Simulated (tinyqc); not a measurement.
Convergence with the plane-wave basis: k.p theory built from an empirical-pseudopotential calculation at Gamma.

Empirical pseudopotential on the fcc lattice, atoms at +/- tau, tau = a (1,1,1)/8, no spin-orbit coupling. H(G,G') = c (2 pi/a)^2 |k + G|^2 delta + VS(q) cos(q.tau) + i VA(q) sin(q.tau), q = G - G', c = hbar^2/2m0; k and G in units of 2 pi/a; VS at |q|^2 = 3, 8, 11 and VA at 3, 4, 11, in rydberg, zero elsewhere. The basis holds all G with |G|^2 up to a cut-off. Energies are counted from the fourth level at Gamma.

For a multiplet A of d_A states, W(B) = (4 c/(3 d_A)) sum over n in A, m in B and i = x, y, z of |<n|G_i|m>|^2 (G in 1/angstrom, <n|G_i|m> = sum_G c_n(G)* G_i c_m(G)); the mean inverse mass of A is 1 + sum_B W(B)/(E_A - E_B). Multiplets with W = 0 are left out.

Valence parameters: D(u) = c + 4 c^2 sum_m <n|u.G|m><m|u.G|n'>/(0 - E_m) on the valence triplet, in units of c, has eigenvalues L, M, M along [100] and (L + 2M + 2N)/3, (L + 2M - N)/3 twice along [111]; g1 = -(L + 2M)/3, g2 = -(L - M)/6, g3 = -N/6.

Constants: hbar^2/2m0 = 3.80998211 eV angstrom^2; Ry = 13.60569312 eV.

Parameters, chosen for this exercise (out of a larger set: near those of Si; not measured data):
- a = 5.437 angstrom (lattice constant)
- VS = (-0.21, 0.039, 0.08) Ry (symmetric form factors)
- VA = (0, 0, 0) Ry (antisymmetric form factors)

E_s is the lowest empty singlet, Ep its W to the valence triplet, m its mass.

Results:

| cut-off | plane waves | E_s (eV) | Ep (eV) | m (m0) | g1 | g2 | g3 |
|---|---|---|---|---|---|---|---|
| 8 | 27 | 3.829 | 21.42 | 0.1522 | 4.42 | 0.43 | 1.56 |
| 11 | 51 | 3.915 | 21.28 | 0.1560 | 4.31 | 0.48 | 1.48 |
| 12 | 59 | 3.890 | 21.26 | 0.1553 | 4.46 | 0.45 | 1.51 |
| 16 | 65 | 3.890 | 21.26 | 0.1553 | 4.50 | 0.44 | 1.52 |
| 19 | 89 | 3.870 | 21.32 | 0.1543 | 4.47 | 0.46 | 1.52 |
| 20 | 113 | 3.838 | 21.37 | 0.1529 | 4.47 | 0.47 | 1.53 |
| 24 | 137 | 3.840 | 21.38 | 0.1530 | 4.47 | 0.47 | 1.53 |

How do the results move, and what explains it?

Against the last row, E_s errs most, by +0.075 eV, at cut-off 11, and by -0.002 eV in the last row but one. Ep varies by 0.7 % over the table and m by 2.5 %: the mass, near E_s/Ep, inherits the errors of both. Local form factors fix the converged values only roughly. The gap is a difference of two levels, so it need not converge steadily, and here it does not.

Run: tinyqc, `OMP_NUM_THREADS=1 python tinyqc.py 1051039 1051040 out.jsonl`; Intel(R) Xeon(R) Processor @ 2.30GHz, one thread, shared host; about 0.6 s of CPU time with all checks.
